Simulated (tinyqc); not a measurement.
Hueckel theory of the pi electrons, for the molecule C=CC(Cl)=CC(=C)C=O (SMILES; centres numbered as the heavy atoms are written), step by step. One step of it, computed by the program tinyqc.

Problem. Energy, charges, bond orders. E = sum n x; q_r = z_r - P_rr; bond order p = P_rs; free valence = sqrt(3) - sum of p over the bonds of the atom.

x values: 2.199591  2.000000  1.541136  1.179420  0.448530  -0.309888  -0.623711  -1.463015  -1.972062

occupations: 2.000000  2.000000  2.000000  2.000000  2.000000  0.000000  0.000000  0.000000  0.000000

charge and bond-order matrix P, lower triangle:
```
            1C         2C         3C        4Cl         5C         6C         7C        8C
1C    1.000845
2C    0.876327   1.001658
3C    0.000813   0.473082   0.992291
4Cl  -0.021174  -0.042023   0.126361   1.983504
5C   -0.394775   0.008255   0.795778  -0.101740   1.015518
6C    0.007442  -0.072080  -0.009214  -0.011531   0.434786   1.022947
7C    0.268612   0.007442  -0.340692   0.062373  -0.041606   0.775478   0.817645
8C    0.054083  -0.017469  -0.096991   0.012620   0.039821   0.443039   0.246908  0.650687
9O   -0.024912   0.029171   0.036614  -0.002025  -0.088739  -0.085532  -0.332440  0.778685

          9O
9O  1.514904
```

Centres:

| centre | z_r, pi electrons of the neutral centre | h |
|---|---|---|
| 1C | 1 | 0.000000 |
| 2C | 1 | 0.000000 |
| 3C | 1 | 0.000000 |
| 4Cl | 2 | 2.000000 |
| 5C | 1 | 0.000000 |
| 6C | 1 | 0.000000 |
| 7C | 1 | 0.000000 |
| 8C | 1 | 0.000000 |
| 9O | 1 | 1.000000 |

Bonds:

| i | j | k |
|---|---|---|
| 1 | 2 | 1 |
| 2 | 3 | 1 |
| 3 | 4 | 0.400000 |
| 3 | 5 | 1 |
| 5 | 6 | 1 |
| 6 | 7 | 1 |
| 6 | 8 | 1 |
| 8 | 9 | 1 |

Give: pi energy = 10 alpha + this times beta; pi charges; Bond orders and lengths from R = 1.517 - 0.180 p; free valence of the carbons; gap between the highest filled and the next level.

Solution.

pi energy = 10 alpha + this times beta = 14.7374

pi charges: 1C -0.0008, 2C -0.0017, 3C 0.0077, 4Cl 0.0165, 5C -0.0155, 6C -0.0229, 7C 0.1824, 8C 0.3493, 9O -0.5149

Bond orders and lengths from R = 1.517 - 0.180 p (angstrom, C-C alone):

| bond | p | R |
|---|---|---|
| 1-2 | 0.8763 | 1.3593 |
| 2-3 | 0.4731 | 1.4318 |
| 3-4 | 0.1264 | - |
| 3-5 | 0.7958 | 1.3738 |
| 5-6 | 0.4348 | 1.4387 |
| 6-7 | 0.7755 | 1.3774 |
| 6-8 | 0.4430 | 1.4373 |
| 8-9 | 0.7787 | - |

free valence of the carbons: 1C 0.8557, 2C 0.3826, 3C 0.3368, 5C 0.5015, 6C 0.0787, 7C 0.9566, 8C 0.5103

gap between the highest filled and the next level = 0.7584 |beta|
